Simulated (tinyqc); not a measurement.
## In-plane mass from two subband densities

Question. At zero temperature each occupied subband holds N_k = D (EF - E_k), D = md m0 q/(pi hbar^2) per eV. Two subbands are occupied. Find md, EF - E1 and EF - E2.

Constants: q = 1.602176634e-19 C, hbar = 1.054571817e-34 J s, m0 = 9.1093837015e-31 kg. Results are converted to the units shown.

N1, N2 (cm^-2): [2.8528642e12, 1.6e11]
E2 - E1 = 31.6 meV

Answer. N1 - N2 = D (E2 - E1) gives D and so md; each N_k/D is a distance to EF.

md = 0.2040 m0
EF - E1 = 33.48 meV
EF - E2 = 1.878 meV

tinyqc, about 0.4 s, one thread, Intel Xeon 2.30GHz (shared host): `OMP_NUM_THREADS=1 python tinyqc.py 2140116 2140117 out.jsonl`
